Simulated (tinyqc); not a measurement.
## Schottky diode by thermionic emission with image-force lowering and series resistance: a Richardson plot

Metal on an n-type semiconductor with one parabolic valley; V > 0 is forward bias (metal positive). I = I0 [exp(Vj/(n Vt)) - 1] with Vj = V - I Rs; I0 = S A* T^2 exp(-(phi - dphi)/Vt), the lowering dphi taken at zero bias.

A* = 4 pi q me m0 kB^2/h^3 (times 1e-4 for A/(cm^2 K^2)); Nc = 2 (2 pi me m0 kB T/h^2)^1.5 (times 1e-6 for cm^-3); xi = Vt ln(Nc/Nd), Vbi = phi - xi; surface field Em = sqrt(2 q Nd (Vbi - V - Vt)/(eps0 eps_r)); dphi = sqrt(q Em/(4 pi eps0 eps_r)). Here V = 0 in Em; phi is held fixed.

Parameters, values chosen for the exercise; band and dielectric values close to those of gallium arsenide: electron mass me = 0.0665 m0; relative permittivity eps_r = 13; barrier height seen from the metal phi = 0.79 eV; donor density Nd = 5.2e16 cm^-3; area S = 1.2e-5 cm^2.

Constants: q = 1.602176634e-19 C, kB = 1.380649e-23 J/K, h = 6.62607015e-34 J s, m0 = 9.1093837015e-31 kg, Vt = kB T/q, eps0 = 8.8541878128e-14 F/cm where lengths are in cm. Results are converted to the units shown.

A Richardson plot:
```
T (K)  dphi (meV)     I0 (A)  ln(I0/(S T^2))  1/Vt (1/V)
200         33.94  3.403e-19          -41.79       58.02
240         33.77  7.281e-16          -34.49       48.35
280         33.60  1.826e-13          -29.27       41.44
320         33.41  1.192e-11          -25.36       36.26
360         33.21  3.161e-10          -22.32       32.23
400         33.00   4.448e-9          -19.88       29.01
450         32.72   6.414e-8          -17.45       25.79
```

I0 grows by 11.3 decades. The line through the end rows has the slope -0.7551 eV and the intercept ln(7.55 A/(cm^2 K^2)), against phi = 0.79 eV and A* = 7.99. The difference comes from the lowering: dphi falls from 33.9 to 32.7 meV.

Program tinyqc, `OMP_NUM_THREADS=1 python tinyqc.py 2640147 2640148 out.jsonl`; Intel Xeon 2.30GHz, shared host, one thread, about 0.01 s.
